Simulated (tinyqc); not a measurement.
Rectangular fin or nanosheet with a gate all round, subbands and threshold shift from confinement: one step of the calculation.

Undoped body with a flat potential across it, hard walls, transport along x. Three valley pairs (g = 2 each) with the longitudinal mass along x, y or z. Non-parabolicity enters the subband edges through E (1 + al E) = gamma, so E = 2 gamma/(1 + sqrt(1 + 4 al gamma)); motion within a subband is taken as parabolic with the band-edge mass. Energies are counted from the bulk band edge.

Problem. Threshold shift. Each subband has N_k = g sqrt(2 mx m0 kB T/(pi hbar^2)); without degeneracy n = exp(EF/Vt) sum N_k exp(-E_k/Vt). Classical value Nc times t H, Nc = sum over valleys of 2 g (m m0 kB T/(2 pi hbar^2))^1.5 with m = (mx my mz)^(1/3). Threshold shift dVT = Vt ln(classical value/sum N_k exp(-E_k/Vt)). Use the subbands listed.

Inputs (values chosen for the exercise); masses close to those of silicon:
```
symbol,value,unit,meaning
T,300,K,temperature
ml,0.92,m0,longitudinal mass
mt,0.193,m0,transverse mass
t,8.8,nm,width (along y)
H,17.6,nm,height (along z)
```

Constants: q = 1.602176634e-19 C, kB = 1.380649e-23 J/K, hbar = 1.054571817e-34 J s, m0 = 9.1093837015e-31 kg, Vt = kB T/q. Results are converted to the units shown.

```
subband     E_k (eV)  N_k (cm^-1)
y1,1     0.011567848  4.0833755e6
z1,1     0.026478886  4.0833755e6
y2,1     0.027401852  4.0833755e6
y1,2     0.030437387  4.0833755e6
z1,2     0.030437387  4.0833755e6
```

Give: shares; sum N_k exp(-E_k/Vt); Nc; classical value; dVT.

Solution.

shares, subband y1,1 to z1,2 (%): [32.60, 18.31, 17.67, 15.71, 15.71]
sum N_k exp(-E_k/Vt) = 8.007e6 cm^-1
Nc = 2.787e19 cm^-3
classical value = 4.317e7 cm^-1
dVT = 43.55 mV

Program tinyqc, `OMP_NUM_THREADS=1 python tinyqc.py 2350075 2350076 out.jsonl`; Intel Xeon 2.30GHz, shared host, one thread, about 0.2 s.
